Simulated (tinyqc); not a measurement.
Comparisons within one model: valley splitting of a silicon quantum well in envelope theory. A value that a table varies takes the place of the one given here.

The well lies at 0 < z < L; U(z) = V0 [1/(1 + exp(z/w)) + 1/(1 + exp((L - z)/w))] - e F z, 1 mV/nm = 1e-4 eV/angstrom. The envelope psi solves -(c/ml) psi'' + U psi = E psi, c = hbar^2/2m0, by three-point differences on a grid of 0.1 angstrom from -40 to L + 40 angstrom. The two valleys at +/- k0 couple through D = C0 times the integral of exp(-i q z) U(z) psi^2, q = 2 k0 (2 pi/a), and split by Ev = 2|D|.

Random alloy: with Y(z) = Yw + (Yb - Yw) B(z), B the bracket in U, and in-plane density exp(-r^2/ad^2)/(pi ad^2), D gains a random complex part of variance sigma^2 = (C0^2/pi)(a^2 V0/(8 ad (Yb - Yw)))^2 (4/a) times the integral of psi^4 Y (1 - Y). Alone it gives a mean splitting sqrt(pi) sigma; together with the smooth part the rms splitting is 2 sqrt(|D|^2 + sigma^2).

Constants: hbar^2/2m0 = 3.80998211 eV angstrom^2.

Inputs chosen for the exercise (near those of a strained Si well in SiGe; not measured data): L = 72 angstrom (well width); V0 = 0.17 eV (conduction offset); ml = 0.913 m0 (mass along z); F = 10.9 mV/nm (field pressing towards the upper interface); k0 = 0.83 2 pi/a (valley position); a = 5.431 angstrom (lattice constant); C0 = 0.238 (Bloch overlap factor); Yb = 0.28 (Ge share of the barrier); Yw = 0.02 (Ge share of the well); ad = 110 angstrom (dot radius); ws = (0.3, 0.6, 0.9, 1.5, 2.1, 2.8, 4.1) angstrom (interface widths); Ls = (72, 73.4, 74.7, 76.1, 77.4, 78.8, 80.1, 81.5) angstrom (widths in steps of one atomic layer, a/4, rounded to the grid); F2 = 0 mV/nm (second field, zero or weak); w1 = 0.7 angstrom (interface width for this table); w = 0.9 angstrom (interface width parameter).

## Sharpness of the interface

The smooth part 2|D| and the disorder part against w, beside y/sinh(y) with y = pi q w. The 12 to 88 % width of the step is 4w.

Results:

| w (angstrom) | 4w (angstrom) | 2\|D\| (micro-eV) | y/sinh(y) | sqrt(pi) sigma (micro-eV) |
|---|---|---|---|---|
| 0.3 | 1.2 | 164.77 | 0.61 | 103.0 |
| 0.6 | 2.4 | 53.46 | 0.19 | 103.2 |
| 0.9 | 3.6 | 13.45 | 0.048 | 103.5 |
| 1.5 | 6.0 | 0.65 | 0.0021 | 104.3 |
| 2.1 | 8.4 | 0.03 | 8.0e-05 | 105.5 |
| 2.8 | 11.2 | 0.00 | 1.6e-06 | 107.1 |
| 4.1 | 16.4 | 0.00 | 8.9e-10 | 110.9 |

What can be read from the table?

The smooth part needs a Fourier component of U psi^2 at a wavelength of 3.27 angstrom; from the first row to the third it falls by a factor 12.2, while y/sinh(y) falls by 12.8 (the envelope near the step and the phase between the two interfaces change too). The disorder part goes from 103.0 to 110.9 micro-eV. It takes over between w = 0.3 and 0.6 angstrom, that is a step 1.2 to 2.4 angstrom wide, with 1.36 angstrom to an atomic layer.

## Adding atomic layers

The smooth splitting Ev = 2|D| with w = w1, at the field F2 and at F.

Results:

| L (angstrom) | q L mod 2 pi | Ev at F2 (micro-eV) | Ev at F (micro-eV) |
|---|---|---|---|
| 72.0 | 0.04 | 6.81 | 34.4 |
| 73.4 | 2.73 | 4.42 | 34.3 |
| 74.7 | 5.23 | 8.28 | 34.4 |
| 76.1 | 1.63 | 0.214 | 34.3 |
| 77.4 | 4.13 | 7.22 | 34.4 |
| 78.8 | 0.54 | 3.99 | 34.3 |
| 80.1 | 3.03 | 4.36 | 34.3 |
| 81.5 | 5.72 | 6.04 | 34.4 |

How do the results move?

At F2 the splitting swings between 0.214 and 8.28 micro-eV, a ratio of 38.7, as the two interfaces add with the phase q L, which advances on average by 2.61 rad a layer. At F the ratio is 1.00, where in the first row psi^2 at the upper interface is 655 times that at the lower one: one interface dominates and the interference fades.

## What each parameter does

Orbital spacing, psi^2 at z = L, the smooth splitting and sigma; V0 is held fixed when Yw changes. Each row changes one parameter from the base and keeps the others.

Results:

| case | E2 - E1 (meV) | psi^2(L) (1e-3/angstrom) | 2\|D\| (micro-eV) | sigma (micro-eV) |
|---|---|---|---|---|
| base | 30.35 | 5.911 | 13.45 | 58.4 |
| ad = 150 angstrom | 30.35 | 5.911 | 13.45 | 42.8 |
| Yw = 0.05 | 30.35 | 5.911 | 13.45 | 101.5 |
| L = 78 angstrom | 29.88 | 5.903 | 13.44 | 58.3 |
| V0 = 0.213 eV | 30.59 | 4.594 | 13.47 | 72.8 |
| w = 1.17 angstrom | 30.36 | 5.652 | 3.53 | 58.6 |
| F = 16.35 mV/nm | 38.60 | 8.956 | 20.43 | 63.2 |
| k0 = 0.81 2 pi/a | 30.35 | 5.911 | 15.30 | 58.4 |
| C0 = 0.286 | 30.35 | 5.911 | 16.17 | 70.1 |

How do the results move?

The largest shifts from the base row, up to three for each result and ties (the steps differ in size, so this ranks the rows, not the parameters). E2 - E1 (meV): F +8.25, L -0.47, V0 +0.25; unchanged at the printed digits by ad, Yw, k0 and C0. psi^2(L) (1e-3/angstrom): F +3.046, V0 -1.317, w -0.259; unchanged at the printed digits by ad, Yw, k0 and C0. 2|D| (micro-eV): w -9.92, F +6.98, C0 +2.71; unchanged at the printed digits by ad and Yw. sigma (micro-eV): Yw +43.2, ad -15.6, V0 +14.5; unchanged at the printed digits by k0.

Computed by tinyqc, a small Python program: `OMP_NUM_THREADS=1 python tinyqc.py 1250944 1250945 out.jsonl` (the numbers bound the seed that draws the inputs); one thread of a shared host (Intel(R) Xeon(R) Processor @ 2.30GHz), about 0.09 s for the whole set of steps.
